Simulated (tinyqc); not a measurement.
## Bias-temperature instability, empirical power law with universal recovery: recovery after a stress

Threshold-voltage shift at the end of a stress: dV = A (V/V0)^g exp[-(Ea q/kB)(1/T - 1/T0)] (t/1 s)^n. After a delay tr the permanent share pp stays and the rest falls by r = 1/(1 + B (tr/t)^be). An empirical model: its parameters are fits, not properties.

At V0 and T0 after the stress time ts.

Values chosen for this exercise: reference stress voltage V0 = 1.8 V; reference temperature T0 = 398 K; shift after 1 s at V0 and T0 A = 5.8 mV; time exponent n = 0.2; voltage exponent g = 5.9; apparent activation energy of the shift Ea = 0.1 eV; permanent share pp = 0.19; recovery scale B = 3.1; recovery dispersion be = 0.14; stress time ts = 1000 s.

Constants: q = 1.602176634e-19 C, kB = 1.380649e-23 J/K. Results are converted to the units shown.

Result of one run:
```
tr/ts	share left	shift (mV)
0.4600	0.4042	9.334
```

Which delay before the measurement tr gave this result: 0.00082, 2.3, 33, 460 or 6500 s?

tr = 460 s.

The whole series:
```
tr (s)	tr/ts	share left	shift (mV)
0.00082	8.200e-7	0.7541	17.41
0.012	1.200e-5	0.6856	15.83
0.16	1.600e-4	0.6137	14.17
2.3	0.002300	0.5385	12.43
33	0.03300	0.4671	10.79
460	0.4600	0.4042	9.334
6500	6.500	0.3511	8.106
92000	92.00	0.3084	7.122
```

The shift falls from 17.4 to 7.12 mV over 8.0 decades of time, towards the permanent 4.39 mV. Half of the recoverable part is gone at tr/ts = B^(-1/be) = 3.09e-4.

tinyqc, about 0.01 s, one thread, Intel Xeon 2.30GHz (shared host): `OMP_NUM_THREADS=1 python tinyqc.py 2070114 2070115 out.jsonl`
